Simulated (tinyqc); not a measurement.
Anneal temperature: kinetics of strain relaxation and threading dislocations in mismatched semiconductor layers. Computed by tinyqc, a small Python program. Command: `OMP_NUM_THREADS=1 python tinyqc.py 3028925 3028926 out.jsonl threading walk`. One thread of a shared host (Intel(R) Xeon(R) Processor @ 2.30GHz), about 0.01 s of CPU time with the checks.

60-degree dislocations on {111} planes of a (001) layer, isotropic elasticity. The Schmid factor is 1/sqrt(6), and a misfit segment relieves strain with b/2.

Inputs (values chosen for the exercise, modelled on Si(0.7)Ge(0.3) on Si):

| quantity | value | unit |
|---|---|---|
| misfit f | 0.0124 | - |
| shear modulus G | 60.6 | GPa |
| Poisson ratio nu | 0.27 | - |
| Burgers vector b | 3.89 | angstrom |
| glide activation energy Q | 1.94 | eV |
| velocity prefactor v0 | 35000 | m/s per MPa |
| layer thickness h | 37 | nm |
| anneal temperature T | 645 | K |
| anneal time t | 690 | s |
| initial thread density rho_0 | 5.9e+07 | 1/cm^2 |
| multiplication constant delta | 16000 | 1/m |

Sources: multiplication.

Constants: k_B = 8.617333262e-05 eV/K.

Method:
- Excess resolved stress tau = (1/sqrt 6) [2 G (1 + nu)/(1 - nu)] (e - e_eq), e_eq = b (1 - nu/4) [ln(h/b) + 1]/(4 pi (1 + nu) h), the Matthews-Blakeslee strain of an uncapped layer; glide velocity v = v0 tau exp(-Q/(k_B T)), tau in MPa.
- Threads run in two directions, so de/dt = -(b/4) rho v, and they multiply as d rho/dt = delta rho v. With x = e - e_eq, x0 = f - e_eq (fully strained at t = 0) and v = m S x (m the mobility, S x = tau): rho = rho_0 + (4 delta/b)(x0 - x), so dx/dt = -k x (a - x), k = delta m S, a = x0 + b rho_0/(4 delta): a logistic law, x = a/[1 + (a/x0 - 1) exp(k a t)].
- The half time is that at which x = x0/2.

half time = 3576.97 s

excess stress tau = 773.653 MPa

equilibrium strain e_eq = 0.00341251

After the time t:

| T (K) | first velocity (micrometre/s) | relieved (%) | threads (1/cm^2) | half time (s) |
|---|---|---|---|---|
| 595 | 1.0009e-03 | 0.44 | 5.9654e+07 | 6.7194e+04 |
| 614 | 3.2276e-03 | 1.44 | 6.1125e+07 | 2.0837e+04 |
| 637 | 1.2129e-02 | 5.55 | 6.7207e+07 | 5.5448e+03 |
| 655 | 3.2036e-02 | 15.44 | 8.1829e+07 | 2.0994e+03 |
| 677 | 9.7883e-02 | 50.20 | 1.3323e+08 | 6.8710e+02 |
| 691 | 1.9200e-01 | 84.00 | 1.8320e+08 | 3.5028e+02 |
| 711 | 4.8009e-01 | 99.79 | 2.0655e+08 | 1.4009e+02 |
| 744 | 1.9555e+00 | 100.00 | 2.0687e+08 | 3.4393e+01 |

What does the comparison show, and why?

The half time follows exp(Q/(k_B T)), a decade for each 47 K near 677 K. Relief goes from 15 % at 655 K to 84.0 % at 691 K: multiplication raises the thread density by a factor 3.51 in the hottest row. Caution: rows with more than 50 % relieved leave out blocking by crossing misfit lines, which slows real layers.

Extremes, crossings and ranges named in words are read from the listed rows.
